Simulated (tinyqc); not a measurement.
Alloy A(1-x)B(x) by interpolation with bowing, step by step. Values are carried at full precision from step to step, so a last printed digit may differ when a step is redone from the rounded ones.

Each gap follows E(x) = (1 - x) E_A + x E_B - C x (1 - x); the lattice constant follows Vegard, a(x) = (1 - x) a_A + x a_B.

Constants: hc = 1239.841984 eV nm; kB = 8.617333262e-05 eV/K.

Parameters, chosen for this exercise (A near Ge, B near Si; not measured data): a = (5.666, 5.424) angstrom (lattice constant of A, B); x = 0.58 (fraction of B); Eg = (0.902, 4.219) eV (gap at Gamma to the s-like level of A, B); EgX = (0.933, 1.168) eV (gap to the lowest valley along Gamma-X of A, B); EgL = (0.746, 2.104) eV (gap to L of A, B); C = (0.208, 0.228, 0.02) eV (bowing of the Gamma, X and L gaps); Dso = (0.292, 0.044) eV (spin-orbit splitting of A, B); Ep = (26.6, 21.4) eV (Kane energy of A, B); me = (0.0375, 0.1977) m0 (electron mass at Gamma of A, B); Cs = 0 eV (bowing of Dso); md = (0.1222, 0.71, 0.6) m0 (density-of-states masses of Gamma, all X and all L valleys); T = 300 K (temperature).

## Gaps and lattice constant at x

Also give the wavelength hc/E of the lowest gap.

a(x) = 5.5256 angstrom

linear parts (eV): Gamma 2.8259, X 1.0693, L 1.5336

bowing terms C x (1 - x) (eV): Gamma 0.0507, X 0.0555, L 0.0049

gaps (eV): Gamma 2.7752, X 1.0138, L 1.5288

wavelength of the lowest gap = 1223.0 nm

The lowest valley is X, so the gap is indirect; the next, L, lies 515 meV higher.

## Where the valleys cross

The difference of two gaps is a quadratic q2 x^2 + q1 x + q0 with q2 = C_i - C_j, q1 = (E_B - E_A - C)_i - (E_B - E_A - C)_j, q0 = E_A,i - E_A,j; give its roots between 0 and 1 (a dash: none).

Crossings:
```
pair,q2,q1,q0,first root,second root
Gamma-X,-0.020,3.102,-0.031,0.0100,-
Gamma-L,0.188,1.771,0.156,-,-
X-L,0.208,-1.331,0.187,0.1437,-
```

The lowest valley changes at x = 0.144 (L to X, gap 0.939 eV). The other crossings lie above the lowest valley.

## Electron mass of the alloy

Mass at Gamma from the Kane formula 1/m = F + Ep (Eg + 2 Dso/3)/(Eg (Eg + Dso)). F is fixed by the masses of A and B and interpolated linearly, as is Ep; Eg and Dso carry their bowing.

Compare with the linear interpolation of the masses.

F of A, B: -0.4194  0.0033

Ep, Eg, Dso at x (eV): 23.5840  2.7752  0.1482

m(x) from the Kane formula = 0.1222 m0
m(x) linear = 0.1304 m0

The Kane value lies 6.3 % below the linear one. The Gamma valley is not the lowest at this x.

## Shares of the electrons in the valleys

Non-degenerate: n_i proportional to md_i^(3/2) exp(-E_i/kT).

md^(3/2): Gamma 0.0427, X 0.5983, L 0.4648

(E - E_min)/kT: Gamma 68.14, X 0.00, L 19.92

shares: Gamma 0.000, X 1.000, L 0.000

X holds most electrons (100.0 %).

## Checks

- The Gamma and X gaps at their crossing x = 0.0100 (eV): both 0.9331.
- The X and L gaps at their crossing x = 0.1437 (eV): both 0.9387.

Run: tinyqc, `OMP_NUM_THREADS=1 python tinyqc.py 1080131 1080132 out.jsonl`; Intel(R) Xeon(R) Processor @ 2.30GHz, one thread, shared host; about 0.01 s of CPU time with all checks.
